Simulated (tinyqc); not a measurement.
# Grain-boundary diffusion: Harrison regimes, Fisher and Le Claire analysis, Hart average, step by step

A worked calculation. Computed by tinyqc, a small Python program that keeps every step. Command: `OMP_NUM_THREADS=1 python tinyqc.py 3006648 3006649 out.jsonl gbdiff walk`. One thread of a shared host (Intel(R) Xeon(R) Processor @ 2.30GHz), about 0.01 s of CPU time with the checks. Intermediate numbers are printed to about 7 digits and carried at full precision; extremes and crossings named in words are read from the listed rows.

A boundary is a slab of width delta with diffusivity D_b, normal to a surface held at constant concentration; it leaks into grains of diffusivity D.

Inputs (values chosen for the exercise, for a model polycrystal): melting point T_m = 1850 K; lattice prefactor D0 = 2.4e-05 m^2/s; lattice activation energy E = 2.67 eV; boundary prefactor D0b = 3.1e-05 m^2/s; boundary activation energy E_b = 1.82 eV; boundary width delta = 0.86 nm; segregation factor s = 30; grain size d = 0.14 um; temperature T = 1190 K; time t = 16000 s.

Constants: k_B = 8.617333262e-05 eV/K.

## Diffusivities

D = D0 exp(-E/(k_B T)), D_b = D0b exp(-E_b/(k_B T)). Triple product P = s delta D_b.

D = 1.181609e-16 m^2/s

D_b = 6.073872e-13 m^2/s

triple product P = 1.567059e-20 m^3/s

At T/T_m = 0.64 the boundary is 5100 times faster than the lattice.

## Regime

l = sqrt(D t); P = s delta D_b; alpha = s delta/(2 l); beta = P/(2 D l). Regime A if l > 3 d, C if alpha > 1, B if alpha < 0.1, l < d/4 and beta > 10, otherwise a transition.

lattice diffusion length l = 1.374981 um

alpha = 0.009381945

beta = 48.22641

Regime: A

The leakage zones of neighbouring boundaries overlap fully: one effective diffusivity describes the profile.

## Effective diffusivity

Hart average for parallel slabs: f = delta/d, D_eff = (s f D_b + (1 - f) D)/(1 - f + s f); share of the boundaries = s f D_b/(s f D_b + (1 - f) D); depth sqrt(D_eff t).

boundary fraction f = 0.006142857

D_eff = 9.510750e-14 m^2/s

share of the boundaries = 0.9989519

depth sqrt(D_eff t) = 39.00923 um

## Penetration along an isolated boundary

Fisher: the mean concentration falls as exp(-y/y_F), y_F = sqrt(P) (pi t/(4 D))^(1/4), with the boundary equation P d2c/dy2 = 2 c sqrt(D/(pi t)). Le Claire (from the Whipple solution): ln c falls as -(y/y_L)^(6/5) with P = 1.322 sqrt(D/t) y_L^2.

Fisher depth y_F = 12.71238 um

Le Claire depth y_L = 11.74461 um

The tail reaches 8.54 lattice lengths l; y_L/l = sqrt(2 beta/1.322). Caution: the Fisher and Le Claire forms need regime B with beta above 10.

## Whipple integral against the two closed forms

Whipple, boundary part of the mean concentration in units of c0 l per boundary, for D_b/D far above beta: c(eta) = (2 eta/sqrt(pi)) int_1^infinity exp(-eta^2/(4 u)) u^(-3/2) [exp(-Y^2)/sqrt(pi) - Y erfc(Y)] du with Y = (u - 1)/(2 beta), eta = y/l; w = eta/sqrt(beta). The last columns are -ln[c(y)/c(w = 1)] from the integral, from Fisher, (y - y1)/y_F, and from Le Claire, (y/y_L)^(6/5) - (y1/y_L)^(6/5), with y1 the depth at w = 1.

Tail of the profile:
```
w       y (um)             c   Whipple    Fisher  Le Claire
1.5   14.32289  4.941606e-01   0.52853  0.375563    0.48886
2.0   19.09718  2.868898e-01   1.07229  0.751126    1.01203
3.0   28.64577  9.260129e-02   2.20309  1.502251    2.13514
4.0   38.19436  2.831408e-02   3.38803  2.253377    3.33707
5.0   47.74295  8.231424e-03   4.62343  3.004502    4.60122
6.0   57.29154  2.282505e-03   5.90612  3.755628    5.91729
8.0   76.38872  1.539257e-04   8.60268  5.257879    8.67860
10.0  95.48590  8.843710e-06  11.45944  6.760130   11.58287
```

At w = 10 the integral has fallen by 11.46 in the logarithm, Fisher by 6.76 and Le Claire by 11.58: the true tail bends down faster than an exponential, which is why profiles are plotted against y^(6/5). Caution: outside regime B these isolated-boundary profiles are formal.

## Lattice against boundary over temperature

D_eff = (s f D_b + (1 - f) D)/(1 - f + s f), f = delta/d; share of the boundaries = s f D_b/(s f D_b + (1 - f) D).

Diffusivities (m^2/s):
```
T/T_m  T (K)             D           D_b         D_eff      share      regime
0.3      555  1.363929e-29  9.215555e-22  1.441502e-22  0.9999999           C
0.4      740  1.570893e-23  1.248049e-17  1.952218e-18  0.9999932           C
0.5      925  6.807061e-20  3.760604e-15  5.882930e-16  0.9999024  transition
0.6     1110  1.809262e-17  1.690214e-13  2.645367e-14  0.9994230           A
0.7     1295  9.757021e-16  2.561122e-12  4.014350e-13  0.9979497           A
0.8     1480  1.941686e-14  1.966965e-11  3.093116e-12  0.9947045           A
0.9     1665  1.987947e-13  9.603178e-11  1.518904e-11  0.9889592           A
1.0     1850  1.278161e-12  3.414363e-10  5.448587e-11  0.9802108           A
```

The apparent activation energy of D_eff is 1.82 eV between the first rows and 1.83 eV between the last, against E_b = 1.82 and E = 2.67 eV. The boundaries carry most of the flux up to the melting point. Caution: the segregation factor is held fixed, although it falls with temperature. Caution: outside regime A, D_eff and the share of the boundaries hold only at steady state.

Checks made by the program: Le Claire's slope against the Whipple integral (relative difference 2e-02).
